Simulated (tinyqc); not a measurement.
Coherent potential approximation for a binary alloy with a semi-elliptic band, step by step. Values are carried at full precision from step to step, so a last printed digit may differ when a step is redone from the rounded ones.

Site levels eA = -x d (share 1 - x) and eB = (1 - x) d (share x), so that their mean, the virtual crystal, is 0. Pure band: G0(z) = 2 (z - sqrt(z - W) sqrt(z + W))/W^2 with principal roots, density -Im G/pi per site. The medium has a self-energy S(z), G = G0(z - S), z = E + i eta. t_i = (e_i - S)/(1 - (e_i - S) G); the CPA demands <t> = (1 - x) tA + x tB = 0. Iteration: start at S = 0, set S(new) = S + <t>/(1 + <t> G), stop when |<t>| < 1e-9 eV.

Constants: hbar = 6.58211957e-16 eV s.

Parameters, chosen for this exercise: W = 3.2 eV (half width of the pure band); x = 0.37 (fraction of B); d = 4.14 eV (eB - eA); eta = 0.064 eV (broadening); E = 0.71 eV (energy).

## First step: the average t-matrix

With S = 0 form G, tA, tB, <t> and the new S.

eA, eB (eV): -1.5318  2.6082

G = 0.13583-0.59706i 1/eV

tA, tB (eV): -0.8060-0.6102i  0.5926-1.4291i

<t> = -0.2885-0.9132i eV
S after one step = -0.9367-2.0888i eV

## The self-consistent medium

Iterate.

Iterations:

| i | S (eV) | G (1/eV) | \|<t>\| (eV) |
|---|---|---|---|
| 0 | 0.00000 | 0.13583-0.59706i | 0.958 |
| 1 | -0.93669-2.08879i | 0.13047-0.28700i | 1.18 |
| 2 | -2.47957-2.82764i | 0.14750-0.17521i | 1.05 |
| 3 | -3.64169-2.50871i | 0.16543-0.12144i | 0.716 |
| 4 | -4.12815-1.95918i | 0.18033-0.09319i | 0.428 |
| 5 | -4.25654-1.55538i | 0.19176-0.07793i | 0.251 |
| 6 | -4.25796-1.30874i | 0.20018-0.06969i | 0.150 |
| 7 | -4.22455-1.16522i | 0.20622-0.06535i | 0.0915 |
| ... | ... | ... | ... |
| 46 | -4.07255-0.98932i | 0.21873-0.06290i | 5.32e-09 |
| 47 | -4.07255-0.98932i | 0.21873-0.06290i | 3.48e-09 |
| 48 | -4.07255-0.98932i | 0.21873-0.06290i | 2.28e-09 |
| 49 | -4.07255-0.98932i | 0.21873-0.06290i | 1.49e-09 |
| 50 | -4.07255-0.98932i | 0.21873-0.06290i | 9.78e-10 |

S = -4.07255-0.98932i eV
G = 0.21873-0.06290i 1/eV

Converged at i = 50. The first step gave -0.9367-2.0888i eV.

## Densities on A and B, and the lifetime

G_i = G/(1 - (e_i - S) G); densities -Im G_i/pi; their weighted sum must be -Im G/pi. Lifetime hbar/(2 |Im S|), which has a meaning only while |Im S| is small against W. Weak-scattering value of S: x (1 - x) d^2 G.

densities (1/eV): on A 0.0249, on B 0.0118, weighted sum 0.0200, medium 0.0200

lifetime = 0.333 fs
weak-scattering S = 0.8739-0.2513i eV

An A site carries the larger density here, by a factor 2.12; the weak-scattering value is 119 % from S.

## Checks

- Weighted sum of the partial densities against the density of the medium: both 0.020023.

Run: tinyqc, `OMP_NUM_THREADS=1 python tinyqc.py 1452328 1452329 out.jsonl`; Intel(R) Xeon(R) Processor @ 2.30GHz, one thread, shared host; about 0.01 s of CPU time with all checks.
